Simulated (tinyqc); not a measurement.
# Slope factor and drain-induced lowering from three currents

Inverse problem. With source and body at 0 V, I = A exp((Vg + dd Vd)/(nf Vt)) (1 - exp(-Vd/Vt)). Find nf, the swing nf Vt ln 10 and dd.

Parameters, values chosen for the exercise:
```
symbol,value,unit,meaning
T,378,K,temperature
```

Constants: q = 1.602176634e-19 C, kB = 1.380649e-23 J/K, Vt = kB T/q. Results are converted to the units shown.

currents at (Vg, Vd) = (0, 0.05), (0, 0.7) and (0.06, 0.7) V (nA/um): 1.1846522  7.8559115  36.001824

Answer. The pair at equal Vd gives nf; the pair at equal Vg, after dividing out the factors 1 - exp(-Vd/Vt), gives dd.

nf = 1.21
swing = 90.8 mV/decade
dd = 0.100

tinyqc, about 0.03 s, one thread, Intel Xeon 2.30GHz (shared host): `OMP_NUM_THREADS=1 python tinyqc.py 2242243 2242244 out.jsonl`
